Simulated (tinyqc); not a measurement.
Tight binding, kagome lattice, step by step. Computed by tinyqc, a small Python program that keeps every step. Settings: t1 = 1.68, t2 = 1.68, delta = -0.49, bands filled = 2. Command: `OMP_NUM_THREADS=1 python tinyqc.py 26512 26513 out.jsonl` (the two numbers bound the seeds that draw the settings). One thread of a shared host (Intel(R) Xeon(R) Processor @ 2.60GHz), about 0.01 s of CPU time with the checks.

## Bloch Hamiltonian at k

Parameters chosen for this model:
```
parameter      value                unit
t1          1.680000    eV, up triangles
t2          1.680000  eV, down triangles
delta      -0.490000        eV on site C
```

k point k (fractions of the reciprocal vectors): [0.240000, 0.170000]

H_AB = -t1 - t2 exp(-i k.a1), H_AC = -t1 - t2 exp(-i k.a2), H_BC = -t1 - t2 exp(i k.(a1 - a2)), H_CC = delta.

H(k) at k (eV), order A, B, C:
```
[[0.000000, -1.785488+1.676685i, -2.489346+1.472195i],
 [-1.785488-1.676685i, 0.000000, -3.200109-0.715309i],
 [-2.489346-1.472195i, -3.200109+0.715309i, -0.490000]]
```

## Levels at k

Diagonalise the Hermitian matrix.

eigenvalues (eV): [-5.945449, 2.379592, 3.075857]

weights |c|^2 of the basis functions, order A, B, C:
```
[[0.288708, 0.676952, 0.034340],
 [0.320506, 0.264946, 0.414548],
 [0.390786, 0.058101, 0.551112]]
```

## Bloch Hamiltonian at K

k point K (fractions of the reciprocal vectors): [0.333333, 0.666667]

As before.

H(k) at K (eV), order A, B, C:
```
[[0.000000, -0.840000+1.454923i, -0.840000-1.454923i],
 [-0.840000-1.454923i, 0.000000, -0.840000+1.454923i],
 [-0.840000+1.454923i, -0.840000-1.454923i, -0.490000]]
```

## Levels at K

As before.

eigenvalues (eV): [-2.016901, -1.680000, 3.206901]

weights |c|^2 of the basis functions, order A, B, C:
```
[[0.146148, 0.500000, 0.353852],
 [0.146148, 0.500000, 0.353852],
 [0.707703, 0.000000, 0.292297]]
```

## Bands along a path

The same steps at evenly spaced points between the labelled ones.

Bands along the path (eV):
```
k             band 1     band 2    band 3
G          -6.888711   3.038711  3.360000
G-K 0.25   -6.435137   2.637499  3.307638
G-K 0.50   -5.194265   1.427944  3.276322
G-K 0.75   -3.494318  -0.243704  3.248022
K          -2.016901  -1.680000  3.206901
K-M 0.25   -2.637954  -1.032838  3.180792
K-M 0.50   -3.166058  -0.477869  3.153927
K-M 0.75   -3.499904  -0.122479  3.132383
M          -3.613920          0  3.123920
M-K' 0.25  -3.499904  -0.122479  3.132383
M-K' 0.50  -3.166058  -0.477869  3.153927
M-K' 0.75  -2.637954  -1.032838  3.180792
K'         -2.016901  -1.680000  3.206901
```

With 2 band(s) filled, the highest filled level on these points lies at G and the lowest empty one at M: a gap of 0.0852 eV, indirect.
